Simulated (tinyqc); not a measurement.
Delay unit and parasitic delay from two ring oscillators.

Inverse problem. A ring of 51 inverters oscillates at 1/(2 x 51 d), with stage delay d = tau (h + p) for fan-out h. Find tau, p and the delay at fan-out 4.

frequencies of 51-stage ring oscillators with fan-out 2 and 6 (GHz): [0.97058921, 0.38146070]

Answer. d is a straight line in h with slope tau and intercept tau p.

tau = 3.900 ps
p = 0.5900
delay at fan-out 4 = 17.90 ps

Program tinyqc, `OMP_NUM_THREADS=1 python tinyqc.py 2082001 2082002 out.jsonl`; Intel Xeon 2.30GHz, shared host, one thread, about 0.01 s.
